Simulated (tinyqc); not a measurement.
# Hole mobility in a silicon inversion layer, empirical terms and Matthiessen rule, step by step

Numbers from tinyqc (`OMP_NUM_THREADS=1 python tinyqc.py 2510173 2510174 out.jsonl`; about 0.01 s on one thread of a shared Intel Xeon 2.30GHz). Printed values are rounded.

Inversion layer of sheet density Ns on a uniformly doped body. The mobility terms are empirical power laws with prefactors chosen for the exercise; adding their inverses (Matthiessen) is itself an approximation.

Values chosen for this exercise; material values close to those of silicon:
```
symbol    value        unit                                                meaning
T           250           K                                            temperature
Eg         1.13          eV                                               band gap
eps_r      11.5                         relative permittivity of the semiconductor
Nc      2.13e19       cm^-3                 conduction-band density of states at T
Nv      2.04e19       cm^-3                    valence-band density of states at T
Nb       2.9e17       cm^-3                                            body doping
Vsb         0.3           V                                      reverse body bias
eta      0.3333              weight of the inversion charge in the effective field
Cox        0.84     uF/cm^2                                       gate capacitance
Ap          129  cm^2/(V s)           phonon-limited mobility at 1 MV/cm and 300 K
As          493  cm^2/(V s)                  roughness-limited mobility at 1 MV/cm
gs            1                                     exponent of the roughness term
Ac         1800  cm^2/(V s)                                      Coulomb prefactor
Nit      2.9e10       cm^-2                                charge at the interface
Ns       9.7e11       cm^-2                                      inversion density
WL            5                                                          ratio W/L
Vd         0.02           V                                          drain voltage
I          2.19          uA                                measured linear current
```

Constants: q = 1.602176634e-19 C, kB = 1.380649e-23 J/K, Vt = kB T/q, eps0 = 8.8541878128e-14 F/cm where lengths are in cm. Results are converted to the units shown.

## Depletion charge and effective field

ni = sqrt(Nc Nv) exp(-Eg/(2 Vt)), Eg in volts; Ndep = sqrt(2 eps0 eps_r Nb (2 Vt ln(Nb/ni) + Vsb)/q); E = q (Ndep + eta Ns)/(eps0 eps_r), in MV/cm.

ni = 8.49388e7 cm^-3
Ndep = 2.14293e12 cm^-2
E = 0.388058 MV/cm

The depletion charge gives 86.9 % of the field.

## Mobility terms and their sum

With t = T/(300 K): muC = Ac (Ns/1e12 cm^-2) t/(Nb/1e17 cm^-3 + Nit/1e11 cm^-2), muP = Ap E^(-1/3) t^(-1.75), muS = As E^(-gs); 1/mu is the sum of the inverses.

terms (cm^2/(V s)): Coulomb 456.113, phonon 243.328, roughness 1270.43
mu = 141.058 cm^2/(V s)
shares of 1/mu (%): Coulomb 30.9262, phonon 57.9706, roughness 11.1032

The phonon term limits most.

## Iteration 1: inversion density for the measured current

Ns at the start = 6.8e11 cm^-2

I = (W/L) q Ns mu Vd. E = q (Ndep + eta Ns)/(eps0 eps_r) in MV/cm. With t = T/(300 K): muC = Ac (Ns/1e12 cm^-2) t/(Nb/1e17 cm^-3 + Nit/1e11 cm^-2), muP = Ap E^(-1/3) t^(-1.75), muS = As E^(-gs); 1/mu is the sum of the inverses. Ns(new) = I/((W/L) q mu Vd).

E = 0.372849 MV/cm
mu = 125.960 cm^2/(V s)
Ns after iteration 1 = 1.08518e12 cm^-2

## Iteration 2: inversion density for the measured current

As before.

E = 0.394099 MV/cm
mu = 145.137 cm^2/(V s)
Ns after iteration 2 = 9.41792e11 cm^-2

## Course of the iteration: inversion density for the measured current

Stop when Ns changes by less than 1e5 cm^-2, or after 120 iterations.

Course of the iteration:
```
iteration  Ns (cm^-2)  |change| (cm^-2)
1          1.08518e12           4.05e11
2          9.41792e11           1.43e11
3          9.76876e11           3.51e10
4          9.67189e11            9.69e9
5          9.69783e11            2.59e9
6          9.69083e11            7.01e8
7          9.69272e11            1.89e8
8          9.69221e11            5.09e7
9          9.69234e11            1.37e7
10         9.69231e11            3.70e6
11         9.69232e11            9.97e5
12         9.69231e11            2.69e5
13         9.69232e11            7.25e4
```

Converged in 13 iterations. At the end each change is about 0.27 times the one before, with alternating sign: linear convergence.

## Split C-V extraction

```
point  Vg (V)  Cgc (uF/cm^2)       I (uA)
0           0     3.73509e-6  2.42647e-12
1        0.05     2.91262e-5  1.47554e-10
2         0.1     2.27079e-4   8.97041e-9
3        0.15     0.00176757   5.44235e-7
4         0.2      0.0135895   3.25012e-5
5        0.25      0.0954737   0.00172883
6         0.3           0.42    0.0494358
7        0.35       0.744526     0.359965
8         0.4       0.826410     0.957676
9        0.45       0.838232      1.67024
10        0.5       0.839773      2.41812
11       0.55       0.839971      3.17331
12        0.6       0.839996      3.92416
```

Q(Vg) is the trapezoid sum of Cgc from the first point (where Q is taken as 0); mu_eff = I/((W/L) Q Vd); mu_FE = (dI/dVg)/((W/L) Cox Vd) with a backward difference. Listed from point 4 on.

```
point  Q (uC/cm^2)  mu_eff (cm^2/(V s))  mu_FE (cm^2/(V s))
4       4.41020e-4             0.736957          0.00760881
5       0.00316760              5.45784            0.403887
6        0.0160544              30.7926             11.3588
7        0.0451676              79.6953             73.9354
8        0.0844410              113.414             142.312
9         0.126057              132.499             169.659
10        0.168007              143.930             178.066
11        0.210001              151.109             179.807
12           0.252              155.720             178.773
```

At the last point mu_FE is 15 % above mu_eff.
